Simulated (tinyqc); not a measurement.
Phonon-assisted absorption at an indirect gap: one step. Quantum efficiency of a diode. Two cases, with inputs chosen for the exercise.

Task: Evaluate the factors; 1 micrometre = 1e-4 cm.

Photodiode (Gaertner form with a dead layer): QE = (1 - R) exp(-alpha xj) [1 - exp(-alpha W)/(1 + alpha L)], R = ((nr - 1)/(nr + 1))^2; responsivity = QE/E in A/W for E in eV.

Case 1.

Values chosen (loosely those of Si at room temperature; Eg is not tied to T; shifted at random, so the results belong to these values and not to a real crystal): E = 1.272 eV (photon energy); nr = 3.6 (refractive index); xj = 0.58 micrometre (dead layer at the surface); W = 0.78 micrometre (depleted width); L = 10 micrometre (minority diffusion length below it).

alpha = 81.2939 1/cm

Case 2.

Values chosen (loosely those of Si at room temperature; Eg is not tied to T; shifted at random, so the results belong to these values and not to a real crystal): E = 1.325 eV (photon energy); nr = 3.6 (refractive index); xj = 0.47 micrometre (dead layer at the surface); W = 3.1 micrometre (depleted width); L = 54 micrometre (minority diffusion length below it).

alpha = 154.809 1/cm

Give: passes the dead layer; collected share; QE; responsivity.

Result:

Case 1.

passes the dead layer = 0.9953
collected share = 0.0810
QE = 0.0549
responsivity = 0.0431 A/W

Without diffusion from below the collected share would be 0.0063.

Case 2.

passes the dead layer = 0.9928
collected share = 0.4808
QE = 0.3249
responsivity = 0.2452 A/W

Without diffusion from below the collected share would be 0.0469.

Computed by tinyqc, one run a case: `OMP_NUM_THREADS=1 python tinyqc.py N N+1 out.jsonl` with N = 1650623, 1651037; one thread of a shared Intel(R) Xeon(R) Processor @ 2.30GHz, about 0.01 s a run at most.
